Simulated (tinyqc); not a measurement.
# Quantum point contact as a saddle point: what changes with what

Potential V0 - m wx^2 x^2/2 + m wy^2 y^2/2; energies are counted from V0. Mode n = 0, 1, ... transmits T_n(E) = 1/(1 + exp(-2 pi (E - E_n)/wx)), E_n = wy (n + 1/2); each mode carries 2 q^2/h.

Values chosen for this exercise:
```
symbol,value,unit,meaning
T,0.3,K,temperature
wy,5.9,meV,transverse quantum hbar wy
wx,2.6,meV,curvature of the barrier hbar wx
mu,17.38,meV,Fermi level above the saddle point
```

Constants: q = 1.602176634e-19 C, kB = 1.380649e-23 J/K, Vt = kB T/q. Results are converted to the units shown.

Each table varies one quantity; the others keep the values above.

## Differential conductance at finite bias

g(T) = int g(E) (-df/dE) dE = int g(mu + x kB T) dx/(4 cosh^2(x/2)), g(E) the zero-temperature value at E, g = G/(2 q^2/h). With the bias V split evenly and the saddle held fixed, dI/dV = [g(mu + V/2) + g(mu - V/2)]/2, each thermally averaged.

Differential conductance at finite bias:
```
V (mV)	g(mu + V/2)	g(mu - V/2)	dI/dV
0	2.999	2.999	2.999
1.18	3.001	2.993	2.997
2.36	3.006	2.971	2.988
3.54	3.026	2.888	2.957
4.72	3.100	2.657	2.879
5.9	3.316	2.316	2.816
7.08	3.657	2.100	2.879
8.26	3.888	2.026	2.957
9.44	3.971	2.006	2.988
10.62	3.993	2.001	2.997
11.8	3.999	1.999	2.999
12.98	4.001	1.993	2.997
```

dI/dV moves up and down between 2.82 and 3.00 in units of 2 q^2/h. Right-movers gain modes (3.00 to 4.00) while left-movers lose them (3.00 to 1.99).

## Conductance steps

Same model as above.

Result of one run:
```
mu (meV)	g at T = 0	g(T)	dg/dmu (1/meV)
7.38	1.028	1.028	0.06585
```

What becomes of these results when the Fermi level above the saddle point mu is changed from 7.38 to 0 meV, all else the same?

Result of the changed run:
```
mu (meV)	g at T = 0	g(T)	dg/dmu (1/meV)
0	8.009e-4	8.060e-4	0.001946
```

The whole series:
```
mu (meV)	g at T = 0	g(T)	dg/dmu (1/meV)
0	8.009e-4	8.060e-4	0.001946
1.05	0.01004	0.01010	0.02415
2.11	0.1161	0.1166	0.2486
3.16	0.6242	0.6238	0.5654
4.21	0.9546	0.9543	0.1053
5.27	0.9965	0.9965	0.009294
6.32	1.002	1.002	0.006061
7.38	1.028	1.028	0.06585
8.43	1.266	1.267	0.4713
9.48	1.821	1.820	0.3556
10.54	1.983	1.983	0.03968
11.59	1.999	1.999	0.004402
12.64	2.006	2.006	0.01492
13.7	2.073	2.074	0.1647
14.75	2.500	2.500	0.6022
```

g rises from 8.06e-4 to 2.50. The slope is smallest, 0.00440 per meV, at mu = 11.59 meV (g = 2.00) and largest, 0.602, at 14.75 meV among the rows after the first. A riser is wx/(2 pi) = 0.414 meV wide by tunnelling and kB T = 0.0259 meV by heat, against the spacing wy = 5.9 meV.

Computed by the program tinyqc: `OMP_NUM_THREADS=1 python tinyqc.py 2740127 2740128 out.jsonl`, one thread of a shared Intel Xeon 2.30GHz, about 0.06 s for the whole run.
